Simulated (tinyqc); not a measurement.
Worked calculation: Pariser-Parr-Pople SCF with singles CI, for the molecule C=CC(=C)C=CCl (SMILES; centres numbered as the heavy atoms are written). Computed by tinyqc, a small Python program that keeps every step. Settings: charge = 0, gamma = Ohno, start = core, damping = 0.5, iteration cap = 52, excitations kept = 6. Command: `OMP_NUM_THREADS=1 python tinyqc.py 21608 21609 out.jsonl` (the two numbers bound the seeds that draw the settings). One thread of a shared host (Intel(R) Xeon(R) Processor @ 2.60GHz), about 0.04 s of CPU time with the checks. Later iterations appear only in the table of the cycle.

## PPP integrals

Centres (angstrom, eV; a flat drawing with bonds scaled to 1.40 angstrom):
```
centre          x          y  core charge z          W   gamma_rr
1C       2.125000   1.416000              1  11.740000  10.550000
2C       1.928000   0.030000              1  11.740000  10.550000
3C       0.630000  -0.493000              1  11.740000  10.550000
4C       0.434000  -1.879000              1  11.740000  10.550000
5C      -0.472000   0.370000              1  11.740000  10.550000
6C      -1.771000  -0.153000              1  11.740000  10.550000
7Cl     -2.873000   0.709000              2  29.710000  12.290000
```

Resonance integrals (eV):
```
i  j       beta
1  2  -2.390000
2  3  -2.390000
3  4  -2.390000
3  5  -2.390000
5  6  -2.390000
6  7  -1.650000
```

Ohno: gamma = 14.399645/sqrt(R^2 + a^2), a = 2 x 14.399645/(gamma_rr + gamma_ss); H_rr = -W_r - sum_(s != r) z_s gamma_rs; H_rs = beta for bonds.

repulsion gamma_rs (eV):
```
            1C         2C         3C         4C         5C         6C        7Cl
1C   10.550000   7.364855   5.175095   3.648176   4.623098   3.260584   2.767640
2C    7.364855  10.550000   7.366273   5.176094   5.176334   3.648225   2.874155
3C    5.175095   7.366273  10.550000   7.365233   7.365463   5.174729   3.680653
4C    3.648176   5.176094   7.365233  10.550000   5.175252   4.622485   3.284211
5C    4.623098   5.176334   7.365463   5.175252  10.550000   7.363771   5.268686
6C    3.260584   3.648225   5.174729   4.622485   7.363771  10.550000   7.645388
7Cl   2.767640   2.874155   3.680653   3.284211   5.268686   7.645388  12.290000
```

core matrix H (eV):
```
             1C          2C          3C          4C          5C          6C         7Cl
1C   -41.347088   -2.390000    0.000000    0.000000    0.000000    0.000000    0.000000
2C    -2.390000  -46.220091   -2.390000    0.000000    0.000000    0.000000    0.000000
3C     0.000000   -2.390000  -51.548100   -2.390000   -2.390000    0.000000    0.000000
4C     0.000000    0.000000   -2.390000  -44.295662    0.000000    0.000000    0.000000
5C     0.000000    0.000000   -2.390000    0.000000  -51.981291   -2.390000    0.000000
6C     0.000000    0.000000    0.000000    0.000000   -2.390000  -51.100570   -1.650000
7Cl    0.000000    0.000000    0.000000    0.000000    0.000000   -1.650000  -55.230733
```

## Starting guess

pi electrons, sum of z_r less the charge = 8

Orbitals of the core matrix H.

P at the start:
```
            1C         2C         3C         4C         5C         6C        7Cl
1C    0.026748   0.096846   0.146276   0.050562  -0.119406   0.070774  -0.013455
2C    0.096846   0.370484   0.652339   0.208655  -0.314241   0.160131  -0.029303
3C    0.146276   0.652339   1.572876   0.433768   0.174384  -0.078251   0.013530
4C    0.050562   0.208655   0.433768   0.128662  -0.080708   0.000151   0.002934
5C   -0.119406  -0.314241   0.174384  -0.080708   1.921181   0.038095  -0.006806
6C    0.070774   0.160131  -0.078251   0.000151   0.038095   1.980695   0.003516
7Cl  -0.013455  -0.029303   0.013530   0.002934  -0.006806   0.003516   1.999355
```

## Iteration 1: Fock matrix

F_rr = H_rr + P_rr gamma_rr / 2 + sum_(s != r) P_ss gamma_rs; F_rs = H_rs - P_rs gamma_rs / 2; E = tr P (H + F) / 2 + core repulsion sum_(r<s) z_r z_s gamma_rs.

F (eV):
```
            1C         2C         3C         4C         5C         6C         7Cl
1C   -8.994746  -2.746627  -0.378497  -0.092229   0.276013  -0.115383    0.018620
2C   -2.746627  -8.899446  -4.792653  -0.540009   0.813308  -0.292097    0.042110
3C   -0.378497  -4.792653  -7.677168  -3.987402  -3.032209   0.202464   -0.024900
4C   -0.092229  -0.540009  -3.987402  -4.352503   0.208842  -0.000350   -0.004819
5C    0.276013   0.813308  -3.032209   0.208842  -2.435483  -2.530262    0.017930
6C   -0.115383  -0.292097   0.202464  -0.000350  -2.530262  -1.046659   -1.663441
7Cl   0.018620   0.042110  -0.024900  -0.004819   0.017930  -1.663441  -10.328800
```

pi energy = -106.142415 eV

## Iteration 1: orbitals and new P

Diagonalise F (the basis is taken as orthonormal) and form P = 2 sum c c over the lowest orbitals; 0.5 of the old P is kept.

orbital energies (eV): -15.039401  -10.646416  -9.444601  -5.534829  -4.308412  -1.007394  2.246249

P after iteration 1:
```
            1C         2C         3C         4C         5C         6C        7Cl
1C    1.001746   0.086011   0.027838   0.026680  -0.003479   0.103472  -0.021879
2C    0.086011   1.037423   0.534381   0.035382  -0.409367  -0.028799   0.016500
3C    0.027838   0.534381   1.400896   0.568567   0.337924   0.028212  -0.013556
4C    0.026680   0.035382   0.568567   0.312643   0.187786   0.071692  -0.030778
5C   -0.003479  -0.409367   0.337924   0.187786   1.220227   0.119855   0.015543
6C    0.103472  -0.028799   0.028212   0.071692   0.119855   1.059355   0.168890
7Cl  -0.021879   0.016500  -0.013556  -0.030778   0.015543   0.168890   1.967711
```

## Iteration 2: Fock matrix

As before.

F (eV):
```
            1C         2C         3C         4C         5C         6C         7Cl
1C   -5.490806  -2.706729  -0.072033  -0.048667   0.008041  -0.168689    0.030276
2C   -2.706729  -5.595749  -4.358199  -0.091570   1.059511   0.052532   -0.023712
3C   -0.072033  -4.358199  -7.317745  -4.483815  -3.634484  -0.072994    0.024947
4C   -0.048667  -0.091570  -4.483815  -5.629990  -0.485921  -0.165698    0.050541
5C    0.008041   1.059511  -3.634484  -0.485921  -5.439026  -2.831291   -0.040944
6C   -0.168689   0.052532  -0.072994  -0.165698  -2.831291  -5.737617   -2.295613
7Cl   0.030276  -0.023712   0.024947   0.050541  -0.040944  -2.295613  -16.673797
```

pi energy = -113.558290 eV

## Iteration 2: orbitals and new P

As before.

orbital energies (eV): -17.174541  -13.889368  -8.757980  -6.754962  -3.838458  -2.963238  1.493816

P after iteration 2:
```
            1C         2C         3C         4C         5C         6C        7Cl
1C    1.001227   0.463530   0.012431  -0.221895  -0.034686   0.178830  -0.035089
2C    0.463530   1.032524   0.505584   0.021814  -0.314414  -0.076340   0.023829
3C    0.012431   0.505584   1.264606   0.677352   0.354364   0.001178  -0.009287
4C   -0.221895   0.021814   0.677352   0.560908   0.141719  -0.131186   0.013833
5C   -0.034686  -0.314414   0.354364   0.141719   1.115274   0.501944  -0.061560
6C    0.178830  -0.076340   0.001178  -0.131186   0.501944   1.054219   0.161660
7Cl  -0.035089   0.023829  -0.009287   0.013833  -0.061560   0.161660   1.971241
```

## Convergence

Stop when output and input P, before any damping, agree to 1e-7.

Course of the cycle:
```
iteration         E (eV)  largest |P(out) - P(in)|
1          -106.14241505                  1.95e+00
2          -113.55829002                  7.64e-01
3          -119.50054744                  4.24e-01
4          -123.69982231                  2.33e-01
5          -126.18523427                  1.29e-01
6          -127.55609953                  8.18e-02
7          -128.28790639                  5.26e-02
8          -128.67222517                  3.45e-02
9          -128.87232535                  2.30e-02
10         -128.97601974                  1.56e-02
11         -129.02961168                  1.07e-02
...                  ...                       ...
38         -129.08666989                  1.88e-06
39         -129.08666989                  1.37e-06
40         -129.08666989                  9.95e-07
41         -129.08666989                  7.23e-07
42         -129.08666989                  5.26e-07
43         -129.08666989                  3.82e-07
44         -129.08666989                  2.78e-07
45         -129.08666989                  2.02e-07
46         -129.08666989                  1.47e-07
47         -129.08666989                  1.07e-07
48         -129.08666989                  7.79e-08
```

Converged in 48 iterations.

## Converged orbitals

Charges are z - P_rr.

orbital energies (eV): -18.038603  -14.841506  -12.256893  -10.686502  -1.978684  -0.390624  2.149185

coefficients:
```
          MO1        MO2        MO3        MO4        MO5        MO6        MO7
1C   0.005521   0.277766  -0.511338  -0.403045   0.441103  -0.484379   0.264024
2C   0.014219   0.445918  -0.492021  -0.240774  -0.279070   0.485711  -0.432554
3C   0.040079   0.602986   0.043638   0.359232  -0.370895  -0.006630   0.605180
4C   0.011029   0.360382   0.022790   0.615059   0.602611   0.025153  -0.356949
5C   0.101493   0.411027   0.512317  -0.277018  -0.216056  -0.502799  -0.426686
6C   0.238315   0.209906   0.454507  -0.426040   0.418554   0.519246   0.257400
7Cl  0.964855  -0.132409  -0.158048   0.118271  -0.070547  -0.079761  -0.034888
```

pi charges: 1C -0.002193, 2C 0.001797, 3C 0.007699, 4C -0.017628, 5C -0.036904, 6C 0.022118, 7Cl 0.025112

## Singles CI, singlets

Over the 6 single excitations with the smallest orbital gaps: A = (e_a - e_i) delta + 2 (ia|jb) - (ij|ab), with (pq|rs) = sum c_mp c_mq gamma_mn c_nr c_ns. f = 2/3 w |mu|^2 in atomic units, mu = sqrt2 sum c_ia sum_m c_mi c_ma R_m.

singlet CI matrix (eV):
```
           4>5        3>5        4>6        3>6        4>7        2>5
4>5   4.471556   0.192587  -0.213156   0.398203   0.183019  -0.190340
3>5   0.192587   5.520266   0.217005   0.093333  -0.174122   0.027163
4>6  -0.213156   0.217005   5.521772  -0.044682   0.017535  -0.173333
3>6   0.398203   0.093333  -0.044682   6.954901   0.119150  -0.127418
4>7   0.183019  -0.174122   0.017535   0.119150   7.569907  -0.254093
2>5  -0.190340   0.027163  -0.173333  -0.127418  -0.254093   7.601181
```

singlet excitation energies (eV): 4.311596  5.358921  5.723429  6.985820  7.345280  7.914537

oscillator strengths: 0.471429  0.877687  0.001256  0.165449  0.002809  0.163557

## Singles CI, triplets

Over the 6 single excitations with the smallest orbital gaps: A = (e_a - e_i) delta - (ij|ab), with (pq|rs) = sum c_mp c_mq gamma_mn c_nr c_ns.

triplet CI matrix (eV):
```
           4>5        3>5        4>6        3>6        4>7        2>5
4>5   2.388683  -0.048275  -0.175075   1.168155   0.591708  -0.564290
3>5  -0.048275   4.547143   1.168155   0.119713  -0.049677  -0.018131
4>6  -0.175075   1.168155   4.566637   0.087433  -0.129890  -0.104393
3>6   1.168155   0.119713   0.087433   5.353994   1.082736  -1.088274
4>7   0.591708  -0.049677  -0.129890   1.082736   6.415998   0.886995
2>5  -0.564290  -0.018131  -0.104393  -1.088274   0.886995   6.460828
```

triplet excitation energies (eV): 1.944148  3.389236  3.949209  5.725142  7.336649  7.388898
